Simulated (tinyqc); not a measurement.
# Worked calculation: MOSFET in saturation, small-signal circuit and noise

tinyqc, about 0.01 s, one thread, Intel Xeon 2.30GHz (shared host): `OMP_NUM_THREADS=1 python tinyqc.py 2150033 2150034 out.jsonl` Printed values are rounded.

Bias by the inversion coefficient IC = I/Ispec (charge-based model with velocity saturation; weak inversion below 0.1, strong above 10). Common-source circuit: gm, gds, Cgs, Cgd and Cj at the inner nodes, Rg in series with the gate; quasi-static, no source or drain resistance, no gate-body capacitance, no substrate network, no induced gate noise, so fmax is an upper estimate.

Values chosen for this exercise: temperature T = 300 K; gate length L = 65 nm; total gate width W = 10 um; gate capacitance Cox = 2.01 uF/cm^2; mobility mu = 310 cm^2/(V s); slope factor n = 1.21; velocity-saturation length Ls = 25 nm; ratio gds/gm sg = 0.089; overlap and fringe capacitance per side Cov = 0.43 fF/um; drain junction capacitance Cj = 0.76 fF/um; sheet resistance of the gate Rsh = 5 ohm; finger width Wf = 2 um; gate contact and vertical resistance Rc = 200 ohm um; inversion coefficient IC = 17; short-channel excess of the noise factor gw = 0.04; oxide trap density Nt = 1.2e18 cm^-3 eV^-1; tunnelling length into the oxide lt = 0.1 nm; Coulomb scattering coefficient ac = 3000 V s/C; signal frequency f = 2 GHz.

Constants: q = 1.602176634e-19 C, kB = 1.380649e-23 J/K, Vt = kB T/q. Results are converted to the units shown.

## Current, transconductance and gain

Ispec = 2 n mu Cox (W/L) Vt^2, lc = Ls/L, gms = [sqrt((lc IC + 1)^2 + 4 IC) - 1]/[2 + lc (lc IC + 1)], gm = gms Ispec/(n Vt), gds = sg gm.

Ispec = 155.042 uA
I = 2635.71 uA
gms = 2.07630
gm = 10.2910 mS
gds = 0.915903 mS
gm/I = 3.90447 1/V

gm/I is 12.2 % of its weak-inversion limit 1/(n Vt); without velocity saturation (lc = 0) gms would be 3.65.

## Capacitances, gate resistance and cut-off frequencies

qs = [sqrt(1 + 4 IC) - 1]/2, Cgs = Cox W L qs (2 qs + 3)/(3 (qs + 1)^2) + Cov W, Cgd = Cov W, Cd = Cj W, Rg = Rsh (Wf/L)/(12 Nf) + Rc/W with Nf = W/Wf fingers (not rounded) contacted at both ends. fT = gm/(2 pi (Cgs + Cgd)), fmax = fT/(2 sqrt(Rg (gds + 2 pi fT Cgd))).

Cgs = 11.8730 fF
Cgd = 4.3 fF
Cd = 7.6 fF
Rg = 22.5641 ohm
fT = 101.272 GHz
fmax = 176.394 GHz

Overlap and fringe make up 53.2 % of the gate capacitance; fmax is 1.74 times fT.

## Admittance matrix

Inner admittances at w = 2 pi f: y11 = i w (Cgs + Cgd), y12 = -i w Cgd, y21 = gm - i w Cgd, y22 = gds + i w (Cgd + Cd). Invert to Z, add Rg to Z11 and invert back to Y.

inner y (mS):
```
                 1               2
1   0.0000+0.2032i  0.0000-0.0540i
2  10.2910-0.0540i  0.9159+0.1495i
```

Y with Rg (mS):
```
                 1                2
1   0.0009+0.2032i  -0.0002-0.0540i
2  10.2906-0.1012i   0.9160+0.1621i
```

## Current gain and unilateral power gain

|h21| = |Y21/Y11|; U = |Y21 - Y12|^2/(4 [Re Y11 Re Y22 - Re Y12 Re Y21]). Extrapolated at 20 dB a decade: f |h21| and f sqrt(U).

|h21| = 50.6367
U = 7778.67
f |h21| = 101.273 GHz
f sqrt(U) = 176.394 GHz

f |h21| is within 0.01 % of the formula for fT, and f sqrt(U) within 0.01 % of that for fmax.

## Noise at the gate

Channel noise Sid = 4 kB T gam n gm with gam = (1/2 + (2/3) qs)/(1 + qs) + gw lc IC, qs = [sqrt(1 + 4 IC) - 1]/2, lc = Ls/L (the last term an empirical rise with velocity saturation); at the gate, white noise Sw = Sid/gm^2 + 4 kB T Rg. Number fluctuation with correlated mobility: S(f) = K/f, K = q^2 Vt lt Nt/(W L Cox^2) (1 + ac mu Cox I/gm)^2, Vt in eV with Nt per eV. Corner fc = K/Sw. Full shot noise would be 2 q I.

gam = 0.892388
Sid = 1.84104e-22 A^2/Hz
Sid/(2 q I) = 0.217985
sqrt(Sw) = 1.45335 nV/Hz^0.5
K = 6.63109e-10 V^2
fc = 313.940 MHz

The gate resistance gives 18 % of the white noise power.
